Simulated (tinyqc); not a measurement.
Gated graphene, quantum capacitance: two steps of the calculation.

phi is the Fermi level above the Dirac point, in volts; Vg is counted from the gate voltage of charge neutrality. Ideal linear bands, no charge puddles.

Parameters, values chosen for the exercise; values close to those of graphene: temperature T = 300 K; relative permittivity of the gate insulator (close to silicon dioxide) eox = 3.9; insulator thickness tox = 4.7 nm; Fermi velocity vF = 1.08e6 m/s; density of traps Dit = 0 cm^-2 eV^-1; gate voltage Vg = -0.05 V.

Constants: q = 1.602176634e-19 C, kB = 1.380649e-23 J/K, hbar = 1.054571817e-34 J s, Vt = kB T/q, eps0 = 8.8541878128e-14 F/cm where lengths are in cm. Results are converted to the units shown.

Task 1. Gate capacitance. Cox = eps0 eox/tox.

Wanted: Cox.

Result 1.

Cox = 0.7347 uF/cm^2

Task 2. New phi. N0 = (2/pi)(kB T/(hbar vF))^2; n = N0 F1(phi/Vt), p = N0 F1(-phi/Vt), F1(e) = int_0^infinity u du/(1 + exp(u - e)) = -Li2(-exp(e)); Cq = q d(n - p)/dphi = (q N0/Vt) ln[2 (1 + cosh(phi/Vt))]. Newton: f = phi + q (n - p + Dit phi)/Cox - Vg, phi(new) = phi - f/(1 + (Cq + q Dit)/Cox).

phi after iteration 1 = -0.026840096 V
Cox = 0.73470920 uF/cm^2

Wanted: n; p; Cq; f; phi after iteration 2.

Result 2.

n = 2.7521e10 cm^-2
p = 1.5635e11 cm^-2
Cq = 0.85809 uF/cm^2
f = -0.0049343 V
phi after iteration 2 = -0.024564 V

tinyqc, about 0.01 s, one thread, Intel Xeon 2.30GHz (shared host): `OMP_NUM_THREADS=1 python tinyqc.py 2200071 2200072 out.jsonl`
